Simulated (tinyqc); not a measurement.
Van der Pauw, Hall and four-point-probe measurements on a doped layer: two steps of the calculation.

A uniform n-type layer with sheet resistance Rs = 1/(q ns mu), point contacts, low field (mu B small).

Inputs (values chosen for the exercise):

| symbol | value | unit | meaning |
|---|---|---|---|
| ns | 6.5e14 | cm^-2 | sheet density of the layer |
| mu | 73 | cm^2/(V s) | drift mobility |
| rH | 1 |  | Hall factor |
| B | 2 | T | magnetic field |
| I | 1000 | uA | current |
| ar | 1.5 |  | side ratio a/b of a rectangular sample with corner contacts |

Constants: q = 1.602176634e-19 C. Results are converted to the units shown.

Task 1. Resistances and Hall voltage. Rs = 1/(q ns mu). For a rectangle with contacts at the corners, RA = (8 Rs/pi) sum_(k>=0) ln coth((2k + 1) pi a/(2 b)) with current along a short side b and voltage along the opposite one, RB the same with a and b exchanged; Hall voltage VH = rH B I/(q ns), negative for electrons.

Find: Rs; RA; RB; VH.

Result 1.

Rs = 131.54 ohm/square
RA = 6.0187 ohm
RB = 84.188 ohm
VH = -1.9205 mV

RB/RA = 14.0; for a square both equal Rs ln 2/pi = 29.0 ohm.

Task 2. New z. The van der Pauw equation exp(-pi RA z) + exp(-pi RB z) = 1 is solved for z = 1/Rs: e1 = exp(-pi RA z), e2 = exp(-pi RB z), f = e1 + e2 - 1, f' = -pi (RA e1 + RB e2), z(new) = z - f/f'.

z at the start = 4.8917566 mS
RA = 6.0187416 ohm
RB = 84.188363 ohm

Find: e1; e2; f; f'; z after iteration 1.

Result 2.

e1 = 0.91165
e2 = 0.27423
f = 0.18588
f' = -0.089767 kohm
z after iteration 1 = 6.9625 mS

Numbers from tinyqc (`OMP_NUM_THREADS=1 python tinyqc.py 2850158 2850159 out.jsonl`; about 0.04 s on one thread of a shared Intel Xeon 2.30GHz).
